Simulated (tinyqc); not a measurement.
# Worked calculation: strained Delta valleys, repopulation and conductivity mass

tinyqc, about 0.01 s, one thread, Intel Xeon 2.30GHz (shared host): `OMP_NUM_THREADS=1 python tinyqc.py 2530012 2530013 out.jsonl` Printed values are rounded.

A cubic crystal with three pairs of conduction valleys along x, y and z under uniaxial stress X along [110] (X > 0 is tension); current along [-110]. Non-degenerate electrons, fixed total density, one relaxation time for all valleys and stresses, masses unchanged by strain, so the mobility goes as the mean inverse mass.

Values chosen for this exercise; values close to those of silicon:
- T = 300 K (temperature)
- s11 = 7.52 1/TPa (compliance)
- s12 = -2.17 1/TPa (compliance)
- s44 = 12.3 1/TPa (compliance)
- Xu = 9.08 eV (shear deformation potential)
- ml = 0.945 m0 (longitudinal mass)
- mt = 0.191 m0 (transverse mass)
- X = -1200 MPa (uniaxial stress (tension positive))

Constants: q = 1.602176634e-19 C, kB = 1.380649e-23 J/K, Vt = kB T/q. Results are converted to the units shown.

Range of the model: Shear strain also changes the transverse masses of these valleys, which is left out.

## Strain tensor

Stress s_ij = X a_i a_j with a the unit vector along [110]; strain e_ii = s11 s_ii + s12 (s_jj + s_kk), e_ij = s44 s_ij/2.

strain (%):

|  | x | y | z |
|---|---|---|---|
| x | -0.321000 | -0.369000 | 0.000000 |
| y | -0.369000 | -0.321000 | 0.000000 |
| z | 0.000000 | 0.000000 | 0.260400 |

## Valley shifts and shares

Valley shift dE = Xu (n.e.n - trace(e)/3) with n the valley axis; share f proportional to exp(-dE/Vt).

| valley | dE (meV) | share f |
|---|---|---|
| x | -17.5970 | 0.469536 |
| y | -17.5970 | 0.469536 |
| z | 35.1941 | 0.060928 |

The splitting is 52.8 meV, 2.0 Vt.

## Conductivity mass and mobility

Inverse mass along the current d = [-110]: (n.d)^2/ml + (1 - (n.d)^2)/mt; mu/mu0 = sum f (1/m) over the plain mean of 1/m.

1/m along d, valley x to z (1/m0): [3.14690, 3.14690, 5.23560]
conductivity mass = 0.305422 m0
unstrained value = 0.260204 m0
mu/mu0 = 0.851951

The possible range, all electrons in one kind of valley, is 0.819 to 1.36.
